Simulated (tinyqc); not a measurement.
Worked calculation (part 1 of 2): UKS/BLYP in the sto-3g basis, for BeH, spin multiplicity 2. Computed by tinyqc, a small Python program that keeps every step (integrals from PySCF). Settings: charge = 0, multiplicity = 2, basis = sto-3g, energy threshold = 1e-09, iteration cap = 74, orthogonalisation = symmetric, start = core, DIIS depth = 6, method = UKS, functional = blyp, grid = [15, 14]. Command: `OMP_NUM_THREADS=1 python tinyqc.py 25256 25257 out.jsonl` (the two numbers bound the seeds that draw the settings). One thread of a shared host (Intel(R) Xeon(R) Processor @ 2.60GHz), about 2 s of CPU time with the checks. Later iterations appear only in the table of the cycle.

## One-electron integrals

Geometry (angstrom):
```
atom       x       y       z
Be    0.0000  0.0000  0.0000
H     0.0000  0.0000  2.2710
```

Basis sto-3g: exponents (1/bohr^2) and contraction coefficients of normalised primitives:
```
element  l (shell)  exponent  coefficient
Be           s (1)   30.1679       0.1543
Be           s (1)    5.4951       0.5353
Be           s (1)    1.4872       0.4446
Be           s (2)    1.3148      -0.1000
Be           s (2)    0.3055       0.3995
Be           s (2)    0.0994       0.7001
Be           p (3)    1.3148       0.1559
Be           p (3)    0.3055       0.6077
Be           p (3)    0.0994       0.3920
H            s (1)    3.4253       0.1543
H            s (1)    0.6239       0.5353
H            s (1)    0.1689       0.4446
```

Overlap, kinetic and nuclear-attraction integrals over the contracted functions; the nuclear repulsion is the sum of Za Zb / Rab.

nuclear repulsion = 0.932060 hartree

overlap S, lower triangle:
```
         1Be 1s  1Be 2s  1Be 2px  1Be 2py  1Be 2pz   2H 1s
1Be 1s   1.0000
1Be 2s   0.2595  1.0000
1Be 2px  0.0000  0.0000   1.0000
1Be 2py  0.0000  0.0000   0.0000   1.0000
1Be 2pz  0.0000  0.0000   0.0000   0.0000   1.0000
2H 1s    0.0083  0.1666   0.0000   0.0000   0.2347  1.0000
```

kinetic energy T (hartree), lower triangle:
```
          1Be 1s   1Be 2s  1Be 2px  1Be 2py  1Be 2pz   2H 1s
1Be 1s    6.6940
1Be 2s   -0.0330   0.2111
1Be 2px   0.0000   0.0000   0.6606
1Be 2py   0.0000   0.0000   0.0000   0.6606
1Be 2pz   0.0000   0.0000   0.0000   0.0000   0.6606
2H 1s    -0.0039  -0.0030   0.0000   0.0000   0.0177  0.7600
```

nuclear attraction V (hartree), lower triangle:
```
           1Be 1s   1Be 2s  1Be 2px  1Be 2py  1Be 2pz    2H 1s
1Be 1s   -14.7941
1Be 2s    -1.9597  -2.5455
1Be 2px    0.0000   0.0000  -2.5134
1Be 2py    0.0000   0.0000   0.0000  -2.5134
1Be 2pz   -0.0063  -0.0666   0.0000   0.0000  -2.5535
2H 1s     -0.0608  -0.3343   0.0000   0.0000  -0.4588  -2.1586
```

core Hamiltonian H = T + V (hartree), lower triangle:
```
          1Be 1s   1Be 2s  1Be 2px  1Be 2py  1Be 2pz    2H 1s
1Be 1s   -8.1001
1Be 2s   -1.9927  -2.3344
1Be 2px   0.0000   0.0000  -1.8528
1Be 2py   0.0000   0.0000   0.0000  -1.8528
1Be 2pz  -0.0063  -0.0666   0.0000   0.0000  -1.8929
2H 1s    -0.0646  -0.3373   0.0000   0.0000  -0.4411  -1.3986
```

## Two-electron integrals

Functions are numbered as in S; the eight-fold symmetry (ij|kl) = (ji|kl) = (kl|ij) leaves the list below.

Two-electron integrals (ij|kl) in chemists' order, unique and non-zero (hartree):
```
(11|11) 2.2988     (21|11) 0.3920     (21|21) 0.0795     (22|11) 0.5710
(22|21) 0.1430     (22|22) 0.4177     (31|31) 0.0146     (32|31) 0.0219
(32|32) 0.0923     (33|11) 0.5696     (33|21) 0.1431     (33|22) 0.4176
(33|33) 0.4499     (41|41) 0.0146     (42|41) 0.0219     (42|42) 0.0923
(43|43) 0.0242     (44|11) 0.5696     (44|21) 0.1431     (44|22) 0.4176
(44|33) 0.4014     (44|44) 0.4499     (51|51) 0.0146     (52|51) 0.0219
(52|52) 0.0923     (53|53) 0.0242     (54|54) 0.0242     (55|11) 0.5696
(55|21) 0.1431     (55|22) 0.4176     (55|33) 0.4014     (55|44) 0.4014
(55|55) 0.4499     (61|11) 0.0121     (61|21) 0.0025     (61|22) 0.0045
(61|33) 0.0045     (61|44) 0.0045     (61|51) 2.57e-04   (61|52) 4.85e-04
(61|55) 0.0046     (61|61) 8.16e-05   (62|11) 0.0579     (62|21) 0.0149
(62|22) 0.0515     (62|33) 0.0493     (62|44) 0.0493     (62|51) 0.0018
(62|52) 0.0139     (62|55) 0.0558     (62|61) 0.0005     (62|62) 0.0130
(63|31) 0.0009     (63|32) 0.0051     (63|53) 0.0020     (63|63) 0.0008
(64|41) 0.0009     (64|42) 0.0051     (64|54) 0.0020     (64|64) 0.0008
(65|11) 0.0752     (65|21) 0.0194     (65|22) 0.0693     (65|33) 0.0656
(65|44) 0.0656     (65|51) 0.0028     (65|52) 0.0212     (65|55) 0.0766
(65|61) 0.0007     (65|62) 0.0192     (65|65) 0.0284     (66|11) 0.2330
(66|21) 0.0605     (66|22) 0.2308     (66|33) 0.2185     (66|44) 0.2185
(66|51) 0.0063     (66|52) 0.0643     (66|55) 0.2551     (66|61) 0.0021
(66|62) 0.0841     (66|65) 0.1284     (66|66) 0.7746
```

## Orthogonalisation

S = U s U^T; symmetric (Loewdin) form X = U s^(-1/2) U^T, so that X^T S X = 1.

eigenvalues of S: 0.6591  0.8194  1.0000  1.0000  1.1725  1.3491

X, lower triangle:
```
          1Be 1s   1Be 2s  1Be 2px  1Be 2py  1Be 2pz   2H 1s
1Be 1s    1.0269
1Be 2s   -0.1376   1.0386
1Be 2px   0.0000   0.0000   1.0000
1Be 2py   0.0000   0.0000   0.0000   1.0000
1Be 2pz  -0.0028   0.0163   0.0000   0.0000   1.0220
2H 1s     0.0136  -0.0910   0.0000   0.0000  -0.1239  1.0335
```

## Starting guess

The start is the orbitals of the core Hamiltonian; D(s) = C_occ C_occ^T for each spin.

D(alpha) at the start, lower triangle:
```
          1Be 1s   1Be 2s  1Be 2px  1Be 2py  1Be 2pz   2H 1s
1Be 1s    1.0729
1Be 2s   -0.2810   1.0829
1Be 2px   0.0000   0.0000   0.0000
1Be 2py   0.0000   0.0000   0.0000   0.0000
1Be 2pz  -0.0032   0.0116   0.0000   0.0000   1.0116
2H 1s     0.0106  -0.0333   0.0000   0.0000  -0.0262  0.0017
```

D(beta) at the start, lower triangle:
```
          1Be 1s   1Be 2s  1Be 2px  1Be 2py  1Be 2pz   2H 1s
1Be 1s    1.0583
1Be 2s   -0.2204   0.8305
1Be 2px   0.0000   0.0000   0.0000
1Be 2py   0.0000   0.0000   0.0000   0.0000
1Be 2pz  -0.1089   0.4513   0.0000   0.0000   0.2454
2H 1s     0.0115  -0.0368   0.0000   0.0000  -0.0200  0.0016
```

## Iteration 1: exchange-correlation on the grid

Becke grid with 15 radial and 14 angular points per atom, points of zero weight dropped. rho = sum D_ij phi_i phi_j; V_xc,ij = sum w v_xc phi_i phi_j plus the gradient terms; v_xc is d(rho eps)/d rho(s) for spin s at fixed gradient.

The 8 grid points with the largest w rho, of 414 (bohr, atomic units):
```
x              y        z       w  rho(alpha)  rho(beta)   eps_xc  v_xc(alpha)
0.0000    0.0000   2.0458  2.3900      0.0333     0.0250  -0.3341      -0.4169
0.0000    0.0000   1.4000  0.9196      0.0667     0.0497  -0.4032      -0.5311
1.1812    1.1812   1.1812  2.8938      0.0172     0.0160  -0.2854      -0.3375
1.1812   -1.1812   1.1812  2.8938      0.0172     0.0160  -0.2854      -0.3375
-1.1812   1.1812   1.1812  2.8938      0.0172     0.0160  -0.2854      -0.3375
-1.1812  -1.1812   1.1812  2.8938      0.0172     0.0160  -0.2854      -0.3375
0.0000    0.0000  -2.0458  2.5792      0.0333   2.21e-05  -0.3163      -0.3825
0.8083    0.8083   0.8083  1.0371      0.0339     0.0315  -0.3420      -0.4247
```

electrons on the grid, sum of w rho = 4.9925

E_xc = sum of w rho eps_xc = -3.225138 hartree

V_xc(alpha) (hartree), lower triangle:
```
          1Be 1s   1Be 2s  1Be 2px  1Be 2py  1Be 2pz    2H 1s
1Be 1s   -1.5103
1Be 2s   -0.2220  -0.3441
1Be 2px   0.0000   0.0000  -0.3194
1Be 2py   0.0000   0.0000   0.0000  -0.3194
1Be 2pz  -0.0014  -0.0071   0.0000   0.0000  -0.3841
2H 1s    -0.0070  -0.0380   0.0000   0.0000  -0.0505  -0.1151
```

V_xc(beta) (hartree), lower triangle:
```
          1Be 1s   1Be 2s  1Be 2px  1Be 2py  1Be 2pz    2H 1s
1Be 1s   -1.5023
1Be 2s   -0.2162  -0.2984
1Be 2px   0.0000   0.0000  -0.2970
1Be 2py   0.0000   0.0000   0.0000  -0.2970
1Be 2pz  -0.0073  -0.0635   0.0000   0.0000  -0.2925
2H 1s    -0.0069  -0.0366   0.0000   0.0000  -0.0486  -0.1156
```

## Iteration 1: building the Kohn-Sham matrix

J_ij = sum D_kl (ij|kl) with D = D(alpha) + D(beta); F = H + J + V_xc; E = tr D H + tr D J / 2 + E_xc + E_nn.

Coulomb J (hartree), lower triangle:
```
         1Be 1s  1Be 2s  1Be 2px  1Be 2py  1Be 2pz   2H 1s
1Be 1s   6.3009
1Be 2s   1.2057  2.3849
1Be 2px  0.0000  0.0000   2.3619
1Be 2py  0.0000  0.0000   0.0000   2.3619
1Be 2pz  0.0165  0.0768   0.0000   0.0000   2.4210
2H 1s    0.0380  0.2864   0.0000   0.0000   0.3838  1.2353
```

F(alpha) (hartree), lower triangle:
```
          1Be 1s   1Be 2s  1Be 2px  1Be 2py  1Be 2pz    2H 1s
1Be 1s   -3.3095
1Be 2s   -1.0090  -0.2936
1Be 2px   0.0000   0.0000   0.1897
1Be 2py   0.0000   0.0000   0.0000   0.1897
1Be 2pz   0.0088   0.0031   0.0000   0.0000   0.1440
2H 1s    -0.0337  -0.0890   0.0000   0.0000  -0.1078  -0.2784
```

F(beta) (hartree), lower triangle:
```
          1Be 1s   1Be 2s  1Be 2px  1Be 2py  1Be 2pz    2H 1s
1Be 1s   -3.3016
1Be 2s   -1.0032  -0.2479
1Be 2px   0.0000   0.0000   0.2120
1Be 2py   0.0000   0.0000   0.0000   0.2120
1Be 2pz   0.0029  -0.0532   0.0000   0.0000   0.2356
2H 1s    -0.0336  -0.0876   0.0000   0.0000  -0.1058  -0.2789
```

total energy of this density = -14.471784 hartree

## Iteration 1: diagonalisation and new density

Diagonalise F' = X^T F X, C = X C', fill 3 alpha and 2 beta electrons from the bottom; D(s) = C_occ C_occ^T. Each column has its largest component positive (the first on a tie).

F' = X^T F X (alpha) (hartree), lower triangle:
```
         1        2       3       4        5        6
1  -3.2114
2  -0.5844  -0.0769
3   0.0000   0.0000  0.1897
4   0.0000   0.0000  0.0000  0.1897
5   0.0029   0.0215  0.0000  0.0000   0.1738
6   0.0188  -0.0617  0.0000  0.0000  -0.1005  -0.2522
```

orbital energies (alpha) (hartree): MO1 -3.3169, MO2 -0.2855, MO3 0.0324, MO4 0.1897, MO5 0.1897, MO6 0.2033

coefficients C (alpha):
```
             MO1      MO2      MO3      MO4     MO5      MO6
1Be 1s    0.9862  -0.0428  -0.3078   0.0000  0.0000  -0.0680
1Be 2s    0.0491   0.1073   1.0157   0.0000  0.0000   0.2461
1Be 2px   0.0000   0.0000   0.0000   0.9945  0.1044   0.0000
1Be 2py   0.0000   0.0000   0.0000  -0.1044  0.9945   0.0000
1Be 2pz  -0.0016   0.0905  -0.2083   0.0000  0.0000   1.0043
2H 1s    -0.0051   0.9524  -0.1974   0.0000  0.0000  -0.3819
```

F' = X^T F X (beta) (hartree), lower triangle:
```
         1        2       3       4        5        6
1  -3.2038
2  -0.5856  -0.0312
3   0.0000   0.0000  0.2120
4   0.0000   0.0000  0.0000  0.2120
5   0.0044  -0.0356  0.0000  0.0000   0.2672
6   0.0186  -0.0573  0.0000  0.0000  -0.1047  -0.2530
```

orbital energies (beta) (hartree): MO1 -3.3085, MO2 -0.2852, MO3 0.0827, MO4 0.2120, MO5 0.2120, MO6 0.2902

coefficients C (beta):
```
             MO1      MO2      MO3      MO4     MO5      MO6
1Be 1s    0.9867  -0.0417  -0.3123   0.0000  0.0000   0.0297
1Be 2s    0.0475   0.1036   1.0420   0.0000  0.0000  -0.0863
1Be 2px   0.0000   0.0000   0.0000   0.9993  0.0381   0.0000
1Be 2py   0.0000   0.0000   0.0000  -0.0381  0.9993   0.0000
1Be 2pz   0.0009   0.0822   0.1196   0.0000  0.0000   1.0193
2H 1s    -0.0054   0.9559  -0.3039   0.0000  0.0000  -0.2928
```

D(alpha) after iteration 1, lower triangle:
```
          1Be 1s   1Be 2s  1Be 2px  1Be 2py  1Be 2pz   2H 1s
1Be 1s    1.0691
1Be 2s   -0.2687   1.0456
1Be 2px   0.0000   0.0000   0.0000
1Be 2py   0.0000   0.0000   0.0000   0.0000
1Be 2pz   0.0587  -0.2020   0.0000   0.0000   0.0516
2H 1s     0.0150  -0.0986   0.0000   0.0000   0.1273  0.9460
```

D(beta) after iteration 1, lower triangle:
```
          1Be 1s  1Be 2s  1Be 2px  1Be 2py  1Be 2pz   2H 1s
1Be 1s    0.9753
1Be 2s    0.0425  0.0130
1Be 2px   0.0000  0.0000   0.0000
1Be 2py   0.0000  0.0000   0.0000   0.0000
1Be 2pz  -0.0025  0.0086   0.0000   0.0000   0.0068
2H 1s    -0.0453  0.0988   0.0000   0.0000   0.0786  0.9138
```

Within a degenerate level the vectors are fixed only up to a rotation; this is one choice.

## Iteration 2: exchange-correlation on the grid

As before.

The 8 grid points with the largest w rho, of 414 (bohr, atomic units):
```
x              y        z       w  rho(alpha)  rho(beta)   eps_xc  v_xc(alpha)
0.0000    0.0000   2.8838  2.3273      0.0208     0.0206  -0.3187      -0.3578
-0.1801  -0.1801   0.1801  0.0183      1.6028     1.5276  -1.2609      -1.4104
-0.1801   0.1801   0.1801  0.0183      1.6028     1.5276  -1.2609      -1.4104
0.1801   -0.1801   0.1801  0.0183      1.6028     1.5276  -1.2609      -1.4104
0.1801    0.1801   0.1801  0.0183      1.6028     1.5276  -1.2609      -1.4104
-0.1801  -0.1801  -0.1801  0.0183      1.5854     1.5284  -1.2597      -1.4052
-0.1801   0.1801  -0.1801  0.0183      1.5854     1.5284  -1.2597      -1.4052
0.1801   -0.1801  -0.1801  0.0183      1.5854     1.5284  -1.2597      -1.4052
```

electrons on the grid, sum of w rho = 5.0031

E_xc = sum of w rho eps_xc = -3.348194 hartree

V_xc(alpha) (hartree), lower triangle:
```
          1Be 1s   1Be 2s  1Be 2px  1Be 2py  1Be 2pz    2H 1s
1Be 1s   -1.4994
1Be 2s   -0.2116  -0.2884
1Be 2px   0.0000   0.0000  -0.2813
1Be 2py   0.0000   0.0000   0.0000  -0.2813
1Be 2pz   0.0036   0.0213   0.0000   0.0000  -0.2929
2H 1s    -0.0064  -0.0526   0.0000   0.0000  -0.0778  -0.5169
```

V_xc(beta) (hartree), lower triangle:
```
          1Be 1s   1Be 2s  1Be 2px  1Be 2py  1Be 2pz    2H 1s
1Be 1s   -1.4807
1Be 2s   -0.2103  -0.2193
1Be 2px   0.0000   0.0000  -0.2120
1Be 2py   0.0000   0.0000   0.0000  -0.2120
1Be 2pz   0.0004  -0.0131   0.0000   0.0000  -0.2298
2H 1s    -0.0064  -0.0513   0.0000   0.0000  -0.0774  -0.5147
```

## Iteration 2: building the Kohn-Sham matrix

As before.

Coulomb J (hartree), lower triangle:
```
         1Be 1s  1Be 2s  1Be 2px  1Be 2py  1Be 2pz   2H 1s
1Be 1s   5.6237
1Be 2s   1.0456  2.0267
1Be 2px  0.0000  0.0000   1.9983
1Be 2py  0.0000  0.0000   0.0000   1.9983
1Be 2pz  0.0060  0.0950   0.0000   0.0000   2.0737
2H 1s    0.0327  0.3286   0.0000   0.0000   0.4655  2.1774
```

F(alpha) (hartree), lower triangle:
```
          1Be 1s   1Be 2s  1Be 2px  1Be 2py  1Be 2pz   2H 1s
1Be 1s   -3.9758
1Be 2s   -1.1588  -0.5961
1Be 2px   0.0000   0.0000  -0.1358
1Be 2py   0.0000   0.0000   0.0000  -0.1358
1Be 2pz   0.0032   0.0497   0.0000   0.0000  -0.1122
2H 1s    -0.0384  -0.0613   0.0000   0.0000  -0.0534  0.2620
```

F(beta) (hartree), lower triangle:
```
          1Be 1s   1Be 2s  1Be 2px  1Be 2py  1Be 2pz   2H 1s
1Be 1s   -3.9571
1Be 2s   -1.1574  -0.5269
1Be 2px   0.0000   0.0000  -0.0665
1Be 2py   0.0000   0.0000   0.0000  -0.0665
1Be 2pz   0.0001   0.0154   0.0000   0.0000  -0.0491
2H 1s    -0.0384  -0.0601   0.0000   0.0000  -0.0530  0.2642
```

total energy of this density = -14.663236 hartree

## Iteration 2: DIIS over 2 matrices

error matrix X^T (FDS - SDF) X (alpha):
```
         1        2       3       4        5        6
1   0.0000  -0.0007  0.0000  0.0000   0.0017   0.0057
2   0.0007   0.0000  0.0000  0.0000  -0.0302  -0.0274
3   0.0000   0.0000  0.0000  0.0000   0.0000   0.0000
4   0.0000   0.0000  0.0000  0.0000   0.0000   0.0000
5  -0.0017   0.0302  0.0000  0.0000   0.0000  -0.1688
6  -0.0057   0.0274  0.0000  0.0000   0.1688   0.0000
```

B (overlaps of the stored error matrices):
```
                1               2
1   1.2000795e-01  -1.0489584e-01
2  -1.0489584e-01   1.3525870e-01
```

Minimise |sum c_i e_i|^2 with sum c_i = 1: solve [B -1; -1 0][c; lambda] = [0; -1] with B_ij = tr e_i^T e_j summed over both spins, and take F = sum c_i F_i.

DIIS coefficients: 0.5164  0.4836

extrapolated F(alpha) (hartree), lower triangle:
```
          1Be 1s   1Be 2s  1Be 2px  1Be 2py  1Be 2pz    2H 1s
1Be 1s   -3.6317
1Be 2s   -1.0814  -0.4399
1Be 2px   0.0000   0.0000   0.0323
1Be 2py   0.0000   0.0000   0.0000   0.0323
1Be 2pz   0.0061   0.0257   0.0000   0.0000   0.0201
2H 1s    -0.0360  -0.0756   0.0000   0.0000  -0.0815  -0.0171
```

extrapolated F(beta) (hartree), lower triangle:
```
          1Be 1s   1Be 2s  1Be 2px  1Be 2py  1Be 2pz    2H 1s
1Be 1s   -3.6186
1Be 2s   -1.0778  -0.3828
1Be 2px   0.0000   0.0000   0.0773
1Be 2py   0.0000   0.0000   0.0000   0.0773
1Be 2pz   0.0016  -0.0200   0.0000   0.0000   0.0979
2H 1s    -0.0359  -0.0743   0.0000   0.0000  -0.0803  -0.0162
```

## Iteration 2: diagonalisation and new density

As before.

F' = X^T F X (alpha) (hartree), lower triangle:
```
         1        2       3       4        5       6
1  -3.5335
2  -0.5965  -0.2198
3   0.0000   0.0000  0.0323
4   0.0000   0.0000  0.0000  0.0323
5  -0.0023   0.0402  0.0000  0.0000   0.0424
6   0.0193  -0.0610  0.0000  0.0000  -0.0917  0.0151
```

orbital energies (alpha) (hartree): MO1 -3.6377, MO2 -0.1414, MO3 -0.0583, MO4 0.0323, MO5 0.0323, MO6 0.1416

coefficients C (alpha):
```
             MO1      MO2      MO3     MO4      MO5      MO6
1Be 1s    0.9880  -0.2846   0.0863  0.0000   0.0000  -0.0958
1Be 2s    0.0432   0.9408  -0.3064  0.0000   0.0000   0.3539
1Be 2px   0.0000   0.0000   0.0000  0.9930  -0.1177   0.0000
1Be 2py   0.0000   0.0000   0.0000  0.1177   0.9930   0.0000
1Be 2pz  -0.0010  -0.0508   0.6327  0.0000   0.0000   0.8107
2H 1s    -0.0045   0.2940   0.6242  0.0000   0.0000  -0.7847
```

F' = X^T F X (beta) (hartree), lower triangle:
```
         1        2       3       4        5       6
1  -3.5197
2  -0.6024  -0.1608
3   0.0000   0.0000  0.0773
4   0.0000   0.0000  0.0000  0.0773
5  -0.0009  -0.0057  0.0000  0.0000   0.1220
6   0.0195  -0.0592  0.0000  0.0000  -0.0962  0.0161
```

orbital energies (beta) (hartree): MO1 -3.6245, MO2 -0.1063, MO3 0.0062, MO4 0.0773, MO5 0.0773, MO6 0.1820

coefficients C (beta):
```
             MO1      MO2      MO3     MO4      MO5      MO6
1Be 1s    0.9882  -0.2277  -0.2077  0.0000   0.0000  -0.0481
1Be 2s    0.0426   0.7446   0.7179  0.0000   0.0000   0.1857
1Be 2px   0.0000   0.0000   0.0000  0.9402  -0.3405   0.0000
1Be 2py   0.0000   0.0000   0.0000  0.3405   0.9402   0.0000
1Be 2pz   0.0008   0.2132  -0.3977  0.0000   0.0000   0.9255
2H 1s    -0.0048   0.5103  -0.6257  0.0000   0.0000  -0.6632
```

D(alpha) after iteration 2, lower triangle:
```
          1Be 1s   1Be 2s  1Be 2px  1Be 2py  1Be 2pz   2H 1s
1Be 1s    1.0646
1Be 2s   -0.2516   0.9809
1Be 2px   0.0000   0.0000   0.0000
1Be 2py   0.0000   0.0000   0.0000   0.0000
1Be 2pz   0.0681  -0.2417   0.0000   0.0000   0.4029
2H 1s    -0.0343   0.0852   0.0000   0.0000   0.3800  0.4760
```

D(beta) after iteration 2, lower triangle:
```
          1Be 1s  1Be 2s  1Be 2px  1Be 2py  1Be 2pz   2H 1s
1Be 1s    1.0283
1Be 2s   -0.1274  0.5563
1Be 2px   0.0000  0.0000   0.0000
1Be 2py   0.0000  0.0000   0.0000   0.0000
1Be 2pz  -0.0477  0.1588   0.0000   0.0000   0.0454
2H 1s    -0.1209  0.3798   0.0000   0.0000   0.1088  0.2605
```

Within a degenerate level the vectors are fixed only up to a rotation; this is one choice.
